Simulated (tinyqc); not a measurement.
Inside a calculation. Method: ROHF in the sto-6g basis, for H4+, spin multiplicity 2. One step of it, computed by the program tinyqc.

Question. Iteration 1: diagonalisation and new density. Diagonalise F' = X^T F X, C = X C', fill 2 alpha and 1 beta electrons from the bottom; D(s) = C_occ C_occ^T. Each column has its largest component positive (the first on a tie).

effective F (hartree), order 1H 1s, 2H 1s, 3H 1s, 4H 1s:
```
[[-0.641552, -0.725014, -0.122530, -0.112441],
 [-0.725014, -0.641552, -0.112441, -0.122530],
 [-0.122530, -0.112441, -0.641552, -0.725014],
 [-0.112441, -0.122530, -0.725014, -0.641552]]
```

X, order 1H 1s, 2H 1s, 3H 1s, 4H 1s:
```
[[0.829420, 0.799325, 0.408548, 0.378234],
 [-0.829420, -0.799325, 0.408548, 0.378234],
 [-0.829420, 0.799325, -0.408548, 0.378234],
 [0.829420, -0.799325, -0.408548, 0.378234]]
```

Give: F' = X^T F X; orbital energies; coefficients C; D(alpha) after iteration 1; D(beta) after iteration 1.

Answer.

F' = X^T F X (hartree):
```
[[0.257, 0.000, 0.000, 0.000],
 [0.000, 0.188, 0.000, 0.000],
 [0.000, 0.000, -0.756, 0.000],
 [0.000, 0.000, 0.000, -0.916]]
```

orbital energies (hartree): [-0.916, -0.756, 0.188, 0.257]

coefficients C, order 1H 1s, 2H 1s, 3H 1s, 4H 1s:
```
[[0.378, 0.409, 0.799, 0.829],
 [0.378, 0.409, -0.799, -0.829],
 [0.378, -0.409, 0.799, -0.829],
 [0.378, -0.409, -0.799, 0.829]]
```

D(alpha) after iteration 1, order 1H 1s, 2H 1s, 3H 1s, 4H 1s:
```
[[0.310, 0.310, -0.024, -0.024],
 [0.310, 0.310, -0.024, -0.024],
 [-0.024, -0.024, 0.310, 0.310],
 [-0.024, -0.024, 0.310, 0.310]]
```

D(beta) after iteration 1, order 1H 1s, 2H 1s, 3H 1s, 4H 1s:
```
[[0.143, 0.143, 0.143, 0.143],
 [0.143, 0.143, 0.143, 0.143],
 [0.143, 0.143, 0.143, 0.143],
 [0.143, 0.143, 0.143, 0.143]]
```
